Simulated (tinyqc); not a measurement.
Debye-Callaway model of lattice thermal conductivity: one step, computed by the program tinyqc. Command: `OMP_NUM_THREADS=1 python tinyqc.py 3008258 3008259 out.jsonl callaway walk`. One thread of a shared host (Intel(R) Xeon(R) Processor @ 2.30GHz), about 0.01 s of CPU time with the checks.

Three acoustic branches with one velocity v, cut at omega_D = k_B Theta/hbar; x = hbar omega/(k_B T). v and Theta are separate inputs: Theta cuts off the heat-carrying modes, so C need not reach 3 k_B/V. gamma is an effective value that sets the umklapp rate. Heat flows along the wire.

Question. The integrand on a coarse grid. Rates: point defects A omega^4; umklapp B omega^2 T exp(-Theta/(b T)) with B = hbar gamma^2/(M v^2 Theta). Boundaries: v/Lambda_B with Lambda_B = D (1 + p)/(1 - p). x runs in ten equal steps to min(Theta/T, 12); g = x^4 e^x/(e^x - 1)^2; tau_C is the inverse of all rates summed; the last column is c tau_C g with c = (k_B/(2 pi^2 v)) (k_B T/hbar)^3.

Inputs (values chosen for the exercise, modelled on gallium arsenide):
```
quantity,value,unit
sound velocity v,3570,m/s
Debye temperature Theta,336,K
mean atomic mass M,72.3,u
effective Grueneisen parameter gamma,2.01,-
umklapp exponent divisor b,2.5,-
wire diameter D,1.7,micrometre
specularity p,0,-
temperature T,600,K
```

Sample: wire. Point defects: isotopes. Normal processes: left out.

Rayleigh coefficient A = 3.320269e-45 s^3

Constants: k_B = 1.380649e-23 J/K; hbar = 1.054571817e-34 J s; u = 1.6605390666e-27 kg.

Give: Integrand.

Answer.

Integrand:
```
x,g,tau_C (s),c tau_C g (W/(m K))
0.056,0.0031,1.021e-10,30.41
0.112,0.0125,3.041e-11,36.19
0.168,0.0282,1.400e-11,37.44
0.224,0.0500,7.970e-12,37.82
0.280,0.0779,5.124e-12,37.90
0.336,0.1118,3.564e-12,37.85
0.392,0.1517,2.618e-12,37.72
0.448,0.1974,2.002e-12,37.53
0.504,0.2487,1.579e-12,37.30
0.560,0.3055,1.276e-12,37.03
```

Among these rows the integrand is largest at x = 0.28.
